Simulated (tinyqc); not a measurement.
Worked calculation: ROHF in the sto-3g basis, for H3, spin multiplicity 2. One step of it, computed by the program tinyqc.

Problem. Iteration 2: DIIS coefficients. Solve [B -1; -1 0][c; lambda] = [0; -1] for the coefficients, which sum to one.

B (overlaps of the stored error matrices):
```
               1              2
1  1.5953459e-02  2.9035916e-03
2  2.9035916e-03  5.2853238e-04
```

Give: DIIS coefficients.

Solution.

DIIS coefficients: -0.222  1.222
